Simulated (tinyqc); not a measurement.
Worked calculation: RHF in the 6-31g basis, for H2, spin multiplicity 1. One step of it, computed by the program tinyqc.

Question. Iteration 1: building the Fock matrix. J_ij = sum D_kl (ij|kl), K_ij = sum D_kl (ik|jl); F = H + J - 0.5 K; E = tr D H + tr D J / 2 - 0.25 tr D K + E_nn.

D at the start:
```
           1H 1s      1H 2s      2H 1s      2H 2s
1H 1s   1.631559  -2.598817  -1.631559   2.598817
1H 2s  -2.598817   4.139507   2.598817  -4.139507
2H 1s  -1.631559   2.598817   1.631559  -2.598817
2H 2s   2.598817  -4.139507  -2.598817   4.139507
```

core Hamiltonian H = T + V (hartree):
```
           1H 1s      1H 2s      2H 1s      2H 2s
1H 1s  -0.768730  -0.815477  -0.433520  -0.566256
1H 2s  -0.815477  -0.851063  -0.566256  -0.712374
2H 1s  -0.433520  -0.566256  -0.768730  -0.815477
2H 2s  -0.566256  -0.712374  -0.815477  -0.851063
```

Two-electron integrals (ij|kl) in chemists' order, unique and non-zero (hartree):
```
(11|11) 1.076566   (21|11) 0.578470   (21|21) 0.329423   (22|11) 0.587396
(22|21) 0.361304   (22|22) 0.453150   (31|11) 0.185601   (31|21) 0.108533
(31|22) 0.123454   (31|31) 0.049988   (32|11) 0.227096   (32|21) 0.141851
(32|22) 0.181373   (32|31) 0.071441   (32|32) 0.119669   (33|11) 0.504149
(33|21) 0.323853   (33|22) 0.434592   (33|31) 0.185601   (33|32) 0.340307
(33|33) 1.076566   (41|11) 0.340307   (41|21) 0.195085   (41|22) 0.216226
(41|31) 0.071441   (41|32) 0.096159   (41|33) 0.227096   (41|41) 0.119669
(42|11) 0.397123   (42|21) 0.246777   (42|22) 0.316737   (42|31) 0.098188
(42|32) 0.155694   (42|33) 0.397123   (42|41) 0.155694   (42|42) 0.244805
(43|11) 0.323853   (43|21) 0.206532   (43|22) 0.276421   (43|31) 0.108533
(43|32) 0.195085   (43|33) 0.578470   (43|41) 0.141851   (43|42) 0.246777
(43|43) 0.329423   (44|11) 0.434592   (44|21) 0.276421   (44|22) 0.375076
(44|31) 0.123454   (44|32) 0.216226   (44|33) 0.587396   (44|41) 0.181373
(44|42) 0.316737   (44|43) 0.361304   (44|44) 0.453150
```

nuclear repulsion = 0.51177680 hartree

Give: Coulomb J; exchange K; Fock matrix F; total energy of this density.

Answer.

Coulomb J (hartree):
```
       1H 1s  1H 2s  2H 1s  2H 2s
1H 1s  1.175  0.680  0.266  0.420
1H 2s  0.680  0.823  0.420  0.624
2H 1s  0.266  0.420  1.175  0.680
2H 2s  0.420  0.624  0.680  0.823
```

exchange K (hartree):
```
        1H 1s  1H 2s   2H 1s  2H 2s
1H 1s   0.431  0.077  -0.067  0.075
1H 2s   0.077  0.075   0.075  0.038
2H 1s  -0.067  0.075   0.431  0.077
2H 2s   0.075  0.038   0.077  0.075
```

Fock matrix F (hartree):
```
        1H 1s   1H 2s   2H 1s   2H 2s
1H 1s   0.191  -0.174  -0.134  -0.184
1H 2s  -0.174  -0.066  -0.184  -0.107
2H 1s  -0.134  -0.184   0.191  -0.174
2H 2s  -0.184  -0.107  -0.174  -0.066
```

total energy of this density = 1.33638 hartree

This density is the starting one.
